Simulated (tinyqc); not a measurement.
## Gate sheet resistance from two finger widths

Question. At low frequency R = Rsh Wf/(3 L) + B/Wf, where B collects the channel and vertical terms. Find Rsh, B and the width of lowest R.

Inputs (values chosen for the exercise):
- L = 0.26 um (channel length)

input resistance of single fingers, contacted at one end, of width 1.2 and 9.3 um (ohm): [243.71795, 301.11249]

Solution. R Wf is a straight line in Wf^2; the minimum of R lies where both terms are equal.

Rsh = 23.0 ohm/square
B = 250 ohm um
width of lowest R = 2.91 um

Computed by the program tinyqc: `OMP_NUM_THREADS=1 python tinyqc.py 2262095 2262096 out.jsonl`, one thread of a shared Intel Xeon 2.30GHz, about 0.01 s for the whole run.
